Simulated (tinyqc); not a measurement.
Band gaps under pressure and temperature from deformation potentials: one step. Volume under pressure.

Murnaghan: V/V0 = (1 + Bp P/B0)^(-1/Bp), B0 = (C11 + 2 C12)/3. Each gap moves by a ln(V/V0) with its volume potential a, and falls with temperature by aV T^2/(T + bV) (Varshni); the two effects are added. No change of phase is considered.

Parameters, chosen for this exercise (near those of InAs, the X and L potentials typical of such crystals; the results hold for these values, not for the real material): C11 = 83.4 GPa; C12 = 45 GPa; Bp = 3.92 (pressure derivative of the bulk modulus); P = 2.2 GPa (pressure).

Problem. Give B0, V/V0, ln(V/V0), the change of the lattice constant and the linear estimate -P/B0.

Give: B0; V/V0; ln(V/V0); change of a; -P/B0.

Solution.

B0 = 57.80 GPa
V/V0 = 0.96514
ln(V/V0) = -0.03548
change of a = -1.176 %
-P/B0 = -0.03806

The stiffening under pressure makes the compression 6.8 % smaller than the linear estimate.

tinyqc: `OMP_NUM_THREADS=1 python tinyqc.py 1081458 1081459 out.jsonl`; about 0.01 s, one thread, shared Intel(R) Xeon(R) Processor @ 2.30GHz.
